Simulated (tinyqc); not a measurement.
Plane-averaged potentials: correction of a charged-defect supercell by a model charge and potential alignment (plane-averaged potentials). Computed by tinyqc, a small Python program. Command: `OMP_NUM_THREADS=1 python tinyqc.py 3113848 3113849 out.jsonl align walk`. One thread of a shared host (Intel(R) Xeon(R) Processor @ 2.30GHz), about 0.01 s of CPU time with the checks.

The "true" defect charge is (1 - x) q in a Gaussian of width sigma plus x q in one of width sigma_t, so the exact answer is known; the correction sees only a single model Gaussian of width sigma_m. A Gaussian of width s has the transform rho(G) = exp(-G^2 s^2/2), normalised to 1. A uniform background cancels q, so G = 0 is left out. Potentials are those felt by a unit positive charge. E_0 is the formation energy of the isolated defect, E_cell its value in the supercell, E_lat = E_iso - E_per of the model charge, C the true less the model potential far from the defect; the exact correction is E_0 - E_cell, and the error of a scheme is E_cell plus its correction less E_0.

Inputs (values chosen for the exercise, with screening close to that of silicon):

| quantity | value | unit |
|---|---|---|
| defect charge q | 1 | e |
| dielectric constant eps | 11.5 | - |
| edge of the cubic cell L | 14.7 | angstrom |
| width sigma of the true defect charge | 1.1 | angstrom |
| width sigma_m of the model charge | 0.95 | angstrom |
| share x of the charge in a wide tail | 0.32 | - |
| width sigma_t of the tail | 1.7 | angstrom |

Constants: e^2/(4 pi eps_0) = 14.39964548 eV angstrom.

Method. Plane-averaged potential at distance z from the defect: V(z) = (4 pi q/(eps L^3)) (e^2/(4 pi eps_0 e)) sum_(m != 0) rho(G_m) cos(G_m z)/G_m^2, G_m = 2 pi m/L, |m| <= 40.

Potentials (V):

| z/L | z (angstrom) | true | model | difference |
|---|---|---|---|---|
| 0.00 | 0.000 | 0.055996 | 0.063838 | -0.0078418 |
| 0.05 | 0.735 | 0.051202 | 0.057305 | -0.0061032 |
| 0.10 | 1.470 | 0.038824 | 0.041449 | -0.0026250 |
| 0.15 | 2.205 | 0.023019 | 0.022959 | 0.0000596 |
| 0.20 | 2.940 | 0.007159 | 0.005784 | 0.0013748 |
| 0.25 | 3.675 | -0.007043 | -0.008916 | 0.0018723 |
| 0.30 | 4.410 | -0.018923 | -0.020957 | 0.0020337 |
| 0.35 | 5.145 | -0.028243 | -0.030323 | 0.0020793 |
| 0.40 | 5.880 | -0.034922 | -0.037013 | 0.0020904 |
| 0.45 | 6.615 | -0.038934 | -0.041027 | 0.0020926 |
| 0.50 | 7.350 | -0.040272 | -0.042365 | 0.0020930 |

What does the comparison show, and why?

The difference moves by 0.00 mV between z/L = 0.4 and 0.5: a plateau.
